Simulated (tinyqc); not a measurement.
Comparisons within one model: Wannier functions of a composite (isolated) pair of valence bands (bonds of an sp chain). A value that a table varies takes the place of the one given here.

Each atom has a hybrid pointing left (<) and right (>). H(k): diagonal +V3 on A, -V3 on B; <A<|A>> = -V1a, <B<|B>> = -V1b, <A>|B<> = -V2, <B>|A<> = -V2p exp(ik); k in 1/a, Bloch sums with exp(ikR). The two lowest bands are filled. Trial functions in cell 0: g1 = cos(c) A> + sin(c) B<, and g2 = sin(c) B> + cos(c) A< of cell 1, whose Bloch vector has cos(c) exp(-ik) on A<. Projection A_mn = <psi_m|g_n>, S = A^+ A, Loewdin U = A S^(-1/2), Bloch-like states w_n = sum_m psi_m U_mn, H_W(k) = U^+ diag(E) U. P = sum_m |psi_m><psi_m| is free of phase choices, and S = g^+ P g, w = P g S^(-1/2).

Inputs chosen for the exercise:
```
symbol  value  unit     meaning
V2      3.12   eV       coupling in the bond A-B inside the cell
V2p     2.68   eV       coupling in the bond to the next cell
V1a     1.44   eV       coupling of the two hybrids on A
V1b     0.81   eV       the same on B
V3      1.94   eV       A at +V3, B at -V3
xb      0.56   a        position of B (A at 0)
c       65     degrees  trial bonds cos(c) on A, sin(c) on B
```

## Choice of the trial bonds

N = 12; centres and spreads in real space with point-like hybrids at R and R + xb; smallest eigenvalue of S over the mesh.

Trial angle:
```
c (deg)  smallest S  centre 1 (a)  centre 2 (a)  sum of centres  total spread (a^2)  H_12(R = 0), mean over k (eV)
15            0.356        0.4185        0.6572          1.0757              0.0973                        -0.6239
30            0.614        0.4185        0.6572          1.0757              0.0969                        -0.6208
45            0.842        0.4185        0.6572          1.0757              0.0968                        -0.6186
55            0.946        0.4185        0.6572          1.0757              0.0967                        -0.6173
65            0.956        0.4185        0.6572          1.0757              0.0967                        -0.6160
75            0.858        0.4185        0.6572          1.0757              0.0967                        -0.6146
85            0.717        0.4185        0.6572          1.0757              0.0967                        -0.6131
```

The sum of the centres stays at 1.0757 a within 0.0000: it gives the electronic polarisation, modulo a, and is fixed by the filled space. Single centres move by less than 0.0001 a here and H_12(0), a matter of gauge, moves by 11 meV. The total spread runs only from 0.0967 to 0.0973 a^2, so the orthogonalisation repairs even poor trials; the projection is best at c = 65 degrees among these rows, and the two bonds, isolated, have c = 61 and 63.

## Interpolating the pair or each band alone

Largest error on 25 points from 0 to pi. Pair: diagonalise the Hermitian part of sum_R exp(ikR) H(R) over the N cells nearest the origin, with H(R) the mean of exp(-ikR) H_W(k) on the mesh k = 2 pi j/N. Alone: the cosine series of each sorted band on the same mesh.

Errors (meV):
```
N      pair  each band alone
3   7.97336         80.89868
4   1.37351         15.36476
5   0.27053         20.64076
6   0.04222          3.95178
8   0.00196          1.42764
10  0.00009          0.52034
14  0.00000          0.06968
```

smallest spacing of the two filled bands = 0.6893 eV

At N = 6 the pair errs by 0.042 meV and the single bands by 4.0; at N = 10, 9.3e-05 against 0.52. Both fall exponentially: the pair at a rate tied to the gap to the empty bands (4.72 eV), the single bands at a slower one tied to their own spacing (0.689 eV at the closest). Not every column falls at every step, since even meshes hold k = pi and odd ones do not.

## What each parameter does

N = 12: centres, total spread (point-like hybrids at R and R + xb) and H_12(0). Each row changes one parameter from the base and keeps the others.

Results:
```
case           centre 1 (a)  centre 2 (a)  total spread (a^2)  H_12(0) (eV)
base                 0.4185        0.6572              0.0967       -0.6160
V2 = 3.52 eV         0.4063        0.6563              0.0994       -0.6066
V2p = 3.08 eV        0.4198        0.6689              0.0988       -0.6067
V1a = 1.64 eV        0.4159        0.6591              0.0986       -0.6120
V1b = 1.01 eV        0.4183        0.6569              0.0981       -0.7673
V3 = 2.34 eV         0.4400        0.6404              0.0848       -0.6477
xb = 0.61 a          0.4559        0.6961              0.1006       -0.6160
```

The largest shifts from the base row, up to three for each result and ties (the steps differ in size, so this ranks the rows, not the parameters). centre 1 (a): xb +0.0374, V3 +0.0214, V2 -0.0122. centre 2 (a): xb +0.0389, V3 -0.0167, V2p +0.0117. total spread (a^2): V3 -0.0119, xb +0.0039, V2 +0.0028. H_12(0) (eV): V1b -0.1513, V3 -0.0318, V2 +0.0094; unchanged at the printed digits by xb.

tinyqc: `OMP_NUM_THREADS=1 python tinyqc.py 1451237 1451238 out.jsonl`; about 0.3 s, one thread, shared Intel(R) Xeon(R) Processor @ 2.30GHz.
